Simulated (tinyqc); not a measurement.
Inside a calculation. Model: collinear exchange A + BC -> AB + C on a London-Eyring-Polanyi-Sato surface: saddle, string of images and rate. Computed by tinyqc, a small Python program that keeps every step. Command: `OMP_NUM_THREADS=1 python tinyqc.py 3111919 3111920 out.jsonl leps walk`. One thread of a shared host (Intel(R) Xeon(R) Processor @ 2.30GHz), about 0.03 s of CPU time with the checks. Intermediate numbers are printed to about 6 digits and carried at full precision; extremes and crossings named in words are read from the listed rows.

x = r(AB), y = r(BC), r(AC) = x + y. V is counted from separated atoms, the barrier from A + BC, that is V + D(BC).

Inputs (values chosen for the exercise, for a model exchange): D(AB) = 3.78 eV; r0(AB) = 1.3 angstrom; beta(AB) = 1.98 1/angstrom; D(BC) = 4 eV; r0(BC) = 0.757 angstrom; beta(BC) = 1.62 1/angstrom; D(AC) = 2.93 eV; r0(AC) = 1.1 angstrom; beta(AC) = 1.84 1/angstrom; Sato parameter S = 0.16; mass of A = 35 u; mass of B = 1.008 u; mass of C = 1.008 u; temperature T = 700 K; step of the string = 0.02 angstrom^2/eV.

Constants: nu for 1 eV/(angstrom^2 u) = 15.6333042 THz; h x 1 THz = 4.135667696 meV; k_B = 1.380649e-23 J/K; u = 1.6605390666e-27 kg; k_B = 8.617333262e-05 eV/K.

## One point of the surface

For each pair, with u = exp(-beta (r - r0)): Q = D [(3 + S) u^2 - (2 + 6 S) u]/(4 (1 + S)), J = D [(1 + 3 S) u^2 - (6 + 2 S) u]/(4 (1 + S)); V = Q1 + Q2 + Q3 - sqrt(((J1 - J2)^2 + (J2 - J3)^2 + (J3 - J1)^2)/2). Take x = r0(AB) + 0.3 and y = r0(BC) + 0.1 angstrom.

Pair terms:
```
pair         u     Q (eV)    J (eV)
AB    0.552114  -0.546629  -2.47510
BC    0.850441  -0.199858  -3.71067
AC    0.082342  -0.140378  -0.32228
```

V = -3.85692 eV

## Relaxing the string

String of 9 images between the fixed ends (r0(AB) + 2, r0(BC)) and (r0(AB), r0(BC) + 2), started on the two straight legs through (r0(AB) + 0.3, r0(BC) + 0.3): each iteration moves the inner images by -step x gradient (central differences) and spaces them evenly again along the broken line (coordinates are kept between 0.2 and 8 angstrom); stop when no coordinate changes by more than 1e-5 angstrom, at most 400 iterations.

Course:
```
iteration  highest inner image above A + BC (eV)  largest move (angstrom)
1                                       0.470267              5.09935e-02
2                                       0.373493              4.28602e-02
3                                       0.312114              3.43227e-02
4                                       0.278636              2.53187e-02
5                                       0.262648              1.88696e-02
6                                       0.255730              1.40012e-02
7                                       0.252900              1.01340e-02
...                                          ...                      ...
26                                      0.250777              4.88969e-05
27                                      0.250776              3.68415e-05
28                                      0.250776              2.77618e-05
29                                      0.250775              2.09225e-05
30                                      0.250775              1.57703e-05
31                                      0.250775              1.18883e-05
32                                      0.250775              8.96299e-06
```

Images at the end:
```
image  x (angstrom)  y (angstrom)  V + D(BC) (eV)
0           3.30000       0.75700        0.003809
1           2.83745       0.75749        0.009875
2           2.37490       0.75974        0.026573
3           1.91281       0.77696        0.072981
4           1.47987       0.93326        0.181375
5           1.32722       1.36988        0.250775
6           1.30523       1.83191        0.244976
7           1.30111       2.29445        0.233674
8           1.30000       2.75700        0.226839
```

last move = 8.96299e-06 angstrom

Converged in 32 iterations.

## Saddle by Newton steps

From the highest inner image, z -> z - H^-1 g with gradient g and Hessian H by central differences, steps capped at 0.15 angstrom, 12 steps.

The first seven points:
```
step        x        y  V + D(BC) (eV)  |g| (eV/angstrom)
0     1.32722  1.36988        0.250775        2.53080e-02
1     1.31899  1.44950        0.251918        3.05879e-02
2     1.31871  1.46961        0.251942        1.20876e-03
3     1.31874  1.46985        0.251942        2.20020e-07
4     1.31874  1.46985        0.251942                  0
5     1.31874  1.46985        0.251942                  0
6     1.31874  1.46985        0.251942                  0
```

saddle (x, y) (angstrom): [1.31874, 1.46985]

barrier = 0.251942 eV

Hessian (eV/angstrom^2), rows x, y:
$$\begin{pmatrix}
25.2610 & 1.7491 \\
1.7491 & -0.0747
\end{pmatrix}$$

The highest image lies 1.2 meV below the saddle. Stretches at the saddle: AB 0.019, BC 0.713 angstrom, for a reaction energy D(BC) - D(AB) = +0.22 eV: a late barrier for an endothermic step.

## Frequencies at the saddle

Wilson matrix G = [[1/m_A + 1/m_B, -1/m_B], [-1/m_B, 1/m_B + 1/m_C]]; eigenvalues lambda of G H give nu = 15.6333042 THz x sqrt(|lambda|), the negative one being imaginary. Reactant: nu_BC from k = 2 D beta^2 and 1/m_B + 1/m_C. Skew angle: cos = sqrt(m_A m_C/((m_A + m_B)(m_B + m_C))).

imaginary frequency = 7.49565 THz

real frequency at the saddle = 73.9797 THz

nu_BC = 100.901 THz

skew angle = 45.8021 degrees

## Transition-state rate

One-dimensional rate constant without tunnelling, k = sqrt(k_B T/(2 pi mu)) [sinh(h nu_BC/(2 k_B T))/sinh(h nu_s/(2 k_B T))] exp(-barrier/(k_B T)) with mu = m_A (m_B + m_C)/(m_A + m_B + m_C); Wigner factor 1 + (h nu_i/(k_B T))^2/24; adiabatic barrier = barrier + h (nu_s - nu_BC)/2.

adiabatic barrier = 0.196273 eV

rate constant k = 2707.01 cm/s

Wigner factor = 1.01100

## Rate against temperature

The formulas are those given above.

Rates; the last column is k_B T^2 d ln k/dT:
```
T (K)     k (cm/s)  Wigner factor  activation energy (eV)
300    2.30179e+01        1.05991                0.209202
400    1.77378e+02        1.03370                0.213548
550    9.84117e+02        1.01782                0.220390
750    3.48762e+03        1.00959                0.230646
1000   8.72535e+03        1.00539                0.245086
1400   2.03796e+04        1.00275                0.269346
2000   4.13915e+04        1.00135                0.304193
```

The activation energy goes from 0.209 eV at 300 K, near the adiabatic barrier plus k_B T/2 (0.209), to 0.304 eV at 2000 K; the classical limit is the barrier plus k_B T/2 (0.338).

Checks made by the program: V for A far away against -D(BC) (relative difference below 1e-10).
